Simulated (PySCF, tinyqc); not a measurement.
Inside a calculation. Method: RHF in the sto-3g basis, for BeH+, spin multiplicity 1. The lowest restricted solution is unstable here: a spin-polarised one lies 0.0281 hartree lower (PySCF). One step of it, computed by the program tinyqc.

Task: Iteration 2: building the Fock matrix. J_ij = sum D_kl (ij|kl), K_ij = sum D_kl (ik|jl); F = H + J - 0.5 K; E = tr D H + tr D J / 2 - 0.25 tr D K + E_nn.

D after iteration 1, order 1Be 1s, 1Be 2s, 1Be 2px, 1Be 2py, 1Be 2pz, 2H 1s:
$$\begin{pmatrix}
2.082710 & -0.323591 & 0.000000 & 0.000000 & -0.181923 & -0.088970 \\
-0.323591 & 1.262502 & 0.000000 & 0.000000 & 0.696528 & 0.301332 \\
0.000000 & 0.000000 & 0.000000 & 0.000000 & 0.000000 & 0.000000 \\
0.000000 & 0.000000 & 0.000000 & 0.000000 & 0.000000 & 0.000000 \\
-0.181923 & 0.696528 & 0.000000 & 0.000000 & 0.392033 & 0.132800 \\
-0.088970 & 0.301332 & 0.000000 & 0.000000 & 0.132800 & 0.226383
\end{pmatrix}$$

core Hamiltonian H = T + V (hartree), order 1Be 1s, 1Be 2s, 1Be 2px, 1Be 2py, 1Be 2pz, 2H 1s:
$$\begin{pmatrix}
-8.123129 & -1.998697 & 0.000000 & 0.000000 & -0.007565 & -0.107233 \\
-1.998697 & -2.356387 & 0.000000 & 0.000000 & -0.078890 & -0.455223 \\
0.000000 & 0.000000 & -1.871254 & 0.000000 & 0.000000 & 0.000000 \\
0.000000 & 0.000000 & 0.000000 & -1.871254 & 0.000000 & 0.000000 \\
-0.007565 & -0.078890 & 0.000000 & 0.000000 & -1.922016 & -0.571142 \\
-0.107233 & -0.455223 & 0.000000 & 0.000000 & -0.571142 & -1.490362
\end{pmatrix}$$

Two-electron integrals (ij|kl) in chemists' order, unique and non-zero (hartree):
```
(11|11) 2.298831   (21|11) 0.392036   (21|21) 0.079539   (22|11) 0.570988
(22|21) 0.143041   (22|22) 0.417683   (31|31) 0.014607   (32|31) 0.021888
(32|32) 0.092265   (33|11) 0.569578   (33|21) 0.143083   (33|22) 0.417589
(33|33) 0.449859   (41|41) 0.014607   (42|41) 0.021888   (42|42) 0.092265
(43|43) 0.024249   (44|11) 0.569578   (44|21) 0.143083   (44|22) 0.417589
(44|33) 0.401360   (44|44) 0.449859   (51|51) 0.014607   (52|51) 0.021888
(52|52) 0.092265   (53|53) 0.024249   (54|54) 0.024249   (55|11) 0.569578
(55|21) 0.143083   (55|22) 0.417589   (55|33) 0.401360   (55|44) 0.401360
(55|55) 0.449859   (61|11) 0.020230   (61|21) 0.004111   (61|22) 0.007489
(61|33) 0.007440   (61|44) 0.007440   (61|51) 0.000398   (61|52) 0.000747
(61|55) 0.007593   (61|61) 0.000225   (62|11) 0.080192   (62|21) 0.020549
(62|22) 0.069868   (62|33) 0.066930   (62|44) 0.066930   (62|51) 0.002588
(62|52) 0.018792   (62|55) 0.075666   (62|61) 0.001186   (62|62) 0.022045
(63|31) 0.001406   (63|32) 0.007530   (63|53) 0.002856   (63|63) 0.001440
(64|41) 0.001406   (64|42) 0.007530   (64|54) 0.002856   (64|64) 0.001440
(65|11) 0.099734   (65|21) 0.025755   (65|22) 0.090746   (65|33) 0.085712
(65|44) 0.085712   (65|51) 0.004004   (65|52) 0.028589   (65|55) 0.100706
(65|61) 0.001521   (65|62) 0.031615   (65|65) 0.045882   (66|11) 0.255923
(66|21) 0.066398   (66|22) 0.251657   (66|33) 0.236712   (66|44) 0.236712
(66|51) 0.007518   (66|52) 0.074748   (66|55) 0.281121   (66|61) 0.003820
(66|62) 0.111694   (66|65) 0.166615   (66|66) 0.774606
```

nuclear repulsion = 1.02404879 hartree

Give: Coulomb J; exchange K; Fock matrix F; total energy of this density.

Result:

Coulomb J (hartree), order 1Be 1s, 1Be 2s, 1Be 2px, 1Be 2py, 1Be 2pz, 2H 1s:
$$\begin{pmatrix}
5.607 & 1.035 & 0.000 & 0.000 & 0.029 & 0.055 \\
1.035 & 1.910 & 0.000 & 0.000 & 0.156 & 0.344 \\
0.000 & 0.000 & 1.894 & 0.000 & 0.000 & 0.000 \\
0.000 & 0.000 & 0.000 & 1.894 & 0.000 & 0.000 \\
0.029 & 0.156 & 0.000 & 0.000 & 1.932 & 0.452 \\
0.055 & 0.344 & 0.000 & 0.000 & 0.452 & 1.306
\end{pmatrix}$$

exchange K (hartree), order 1Be 1s, 1Be 2s, 1Be 2px, 1Be 2py, 1Be 2pz, 2H 1s:
$$\begin{pmatrix}
4.639 & 0.797 & 0.000 & 0.000 & 0.010 & 0.044 \\
0.797 & 0.685 & 0.000 & 0.000 & 0.377 & 0.286 \\
0.000 & 0.000 & 0.148 & 0.000 & 0.000 & 0.000 \\
0.000 & 0.000 & 0.000 & 0.148 & 0.000 & 0.000 \\
0.010 & 0.377 & 0.000 & 0.000 & 0.363 & 0.246 \\
0.044 & 0.286 & 0.000 & 0.000 & 0.246 & 0.375
\end{pmatrix}$$

Fock matrix F (hartree), order 1Be 1s, 1Be 2s, 1Be 2px, 1Be 2py, 1Be 2pz, 2H 1s:
$$\begin{pmatrix}
-4.835 & -1.362 & 0.000 & 0.000 & 0.017 & -0.074 \\
-1.362 & -0.789 & 0.000 & 0.000 & -0.111 & -0.255 \\
0.000 & 0.000 & -0.051 & 0.000 & 0.000 & 0.000 \\
0.000 & 0.000 & 0.000 & -0.051 & 0.000 & 0.000 \\
0.017 & -0.111 & 0.000 & 0.000 & -0.172 & -0.242 \\
-0.074 & -0.255 & 0.000 & 0.000 & -0.242 & -0.372
\end{pmatrix}$$

total energy of this density = -14.42957 hartree

This density is a damped mixture and is not idempotent.
